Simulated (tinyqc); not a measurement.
Koster-Slater impurity in a tight-binding band, by Green functions and by supercells. Changing the energy inside the band E. Computed by tinyqc, a small Python program. Command: `OMP_NUM_THREADS=1 python tinyqc.py 3005204 3005205 out.jsonl kosterslater sweep`. One thread of a shared host (Intel(R) Xeon(R) Processor @ 2.30GHz), about 0.02 s of CPU time with the checks.

One orbital per site, e(k) = -2 t sum cos(k_i) over 2 direction(s), band from -4 t to 4 t, lattice constant 1. One site has the extra energy U. Spin is left out.

Inputs (values chosen for the exercise, for a model band): hopping t = 1.3 eV; impurity potential U = 7.76 eV; broadening eta = 0.2 eV; impurity concentration c = 0.002 per site.

Lattice: square.

Constants: hbar = 6.582119569e-16 eV s.

Method. Inside the band G0(z), z = E + i eta, comes from the chain form 1/(sqrt(y - 2t) sqrt(y + 2t)) (principal roots) at y = z + 2 t cos k, averaged over k in (0, pi) with 200 Gauss-Legendre points. T = U/(1 - U G0); phase shift delta = -arg(1 - U G0) in (-pi, pi]; host density of states -Im G0/pi; on the impurity -Im[G0/(1 - U G0)]/pi; lifetime of a band state hbar/(-2 c Im T).

One run for each value; columns: (1) energy inside the band E (eV); (2) host density of states (1/eV); (3) density of states on the impurity (1/eV); (4) phase shift delta (rad); (5) scattering lifetime (fs):
```
(1)         (2)       (3)      (4)     (5)
-4.940  0.05119  0.004064  -0.3593  214.03
-3.840  0.06871  0.006614  -0.5465  131.51
-2.740  0.08122  0.007781  -0.6597  111.79
-1.650  0.09963  0.008462  -0.7865  102.79
-0.549  0.13936  0.008579  -1.0028  101.39
0.549   0.13936  0.012044  -1.6203   72.22
1.650   0.09963  0.016389  -1.7435   53.07
2.740   0.08122  0.019217  -1.8432   45.26
3.840   0.06871  0.020366  -1.9935   42.71
4.940   0.05119  0.015484  -2.3852   56.17
```

Over the rows, host density of states (1/eV) goes from 0.0512 through a maximum among these rows, 0.139 at -0.549, to 0.0512; density of states on the impurity (1/eV) goes from 0.00406 through a maximum among these rows, 0.0204 at 3.84, to 0.0155; phase shift delta (rad) falls from -0.359 to -2.39.

Extremes, crossings and ranges named in words are read from the listed rows.
